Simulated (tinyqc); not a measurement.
From results back to parameters: metal-induced gap states at the contact of a metal chain and a two-band chain. Two cases, with inputs chosen for the exercise.

Problem. With gap states the barrier for electrons is phi = S (W - chi - p) + p, W being the work function of the metal, S the pinning factor and p the depth of the neutrality level below the conduction edge. The barriers for two metals come from hidden S and p, those of the chain and not of a measured contact.

Case 1.

Values chosen (out of a larger set: gap and optical dielectric constant near those of GaAs; the chain itself is a model; not measured data): W1 = 4.47 eV (work function of metal 1); W2 = 5.69 eV (of metal 2); chi = 4 eV (electron affinity).

barriers (eV): metal 1 0.82568, metal 2 1.14166

Case 2.

Values chosen (out of a larger set: gap and optical dielectric constant near those of Si; the chain itself is a model; not measured data): W1 = 4.39 eV (work function of metal 1); W2 = 5.03 eV (of metal 2); chi = 4 eV (electron affinity).

barriers (eV): metal 1 0.61308, metal 2 0.70396

Find: S, p (eV).

Solution. The slope of the barrier against W is S; then p = (phi1 - S (W1 - chi))/(1 - S).

Case 1.

S, p (eV): 0.259  0.950

Case 2.

S, p (eV): 0.142  0.650

Computed by tinyqc, one run a case: `OMP_NUM_THREADS=1 python tinyqc.py N N+1 out.jsonl` with N = 1482401, 1482415; one thread of a shared Intel(R) Xeon(R) Processor @ 2.30GHz, about 0.02 s a run at most.
